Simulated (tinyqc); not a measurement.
Ion-assisted plasma etching: sheath, surface coverage, synergy and aspect-ratio dependence: one step, computed by the program tinyqc.

Radicals adsorb on bare sites; ions remove covered sites with a high yield and bare sites by sputtering; a slow spontaneous reaction acts everywhere, walls included.

Problem. Fluxes. Bohm speed u_B = sqrt(e T_e/M_i); ion flux G_i = 0.61 n_e u_B; radical flux G_n = n c/4 with c = sqrt(8 k_B T_g/(pi M_n)).

Inputs (values chosen for the exercise, close to those used for silicon in a halogen plasma):
```
quantity,value,unit
plasma density n_e,7.5e+09,1/cm^3
electron temperature T_e,2,eV
ion mass M_i,35.5,u
radical density n,9.2e+12,1/cm^3
radical mass M_n,35.5,u
gas temperature T_g,600,K
```

Feature: round hole.

Constants: e = 1.602176634e-19 C; u = 1.6605390666e-27 kg; k_B = 1.380649e-23 J/K.

Give: Bohm speed; ion flux G_i; radical speed c; radical flux G_n; flux ratio G_n/G_i.

Solution.

Bohm speed = 2.3315e+05 cm/s

ion flux G_i = 1.0667e+15 1/(cm^2 s)

radical speed c = 59820 cm/s

radical flux G_n = 1.3759e+17 1/(cm^2 s)

flux ratio G_n/G_i = 128.99
